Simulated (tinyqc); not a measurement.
Worked calculation: plane-wave Kohn-Sham cycle with exchange-only LDA in a layered model solid. One step of it, computed by the program tinyqc.

Task: Iteration 1: potential. V_H(G) = 4 pi rho(G)/G^2 for G != 0 (uniform background); v_x = -(3 rho/pi)^(1/3); V = V_ext + V_H + v_x; Fourier components f(G_m) = (1/N) sum_j f(x_j) exp(-i G_m x_j).

A solid whose potential varies along x alone (atomic units):
```
parameter                      value
period a                    7.400000
cross-section of the cell  36.000000
electrons per cell                 2
grid points                       16
plane waves -n..n, n               3
k points                           1
V1 in V1 cos(2 pi x/a)     -0.440000
V2 in V2 cos(4 pi x/a)      0.200000
```

density at the start, on the grid x_j = j a/N (e/bohr^3): 0.00750751  0.00750751  0.00750751  0.00750751  0.00750751  0.00750751  0.00750751  0.00750751  0.00750751  0.00750751  0.00750751  0.00750751  0.00750751  0.00750751  0.00750751  0.00750751

Give: Potentials on the grid; V(G_m), m = 0, 1, 2, ....

Result:

Potentials on the grid (hartree):
```
x       V_ext    V_H     v_x       V
0.000  -0.240  0.000  -0.193  -0.433
0.463  -0.265  0.000  -0.193  -0.458
0.925  -0.311  0.000  -0.193  -0.504
1.387  -0.310  0.000  -0.193  -0.503
1.850  -0.200  0.000  -0.193  -0.393
2.312   0.027  0.000  -0.193  -0.166
2.775   0.311  0.000  -0.193   0.118
3.237   0.548  0.000  -0.193   0.355
3.700   0.640  0.000  -0.193   0.447
4.162   0.548  0.000  -0.193   0.355
4.625   0.311  0.000  -0.193   0.118
5.088   0.027  0.000  -0.193  -0.166
5.550  -0.200  0.000  -0.193  -0.393
6.013  -0.310  0.000  -0.193  -0.503
6.475  -0.311  0.000  -0.193  -0.504
6.938  -0.265  0.000  -0.193  -0.458
```

V(G_m), m = 0, 1, 2, ... (hartree): -0.193  -0.220  0.100  0.000  0.000  0.000  0.000
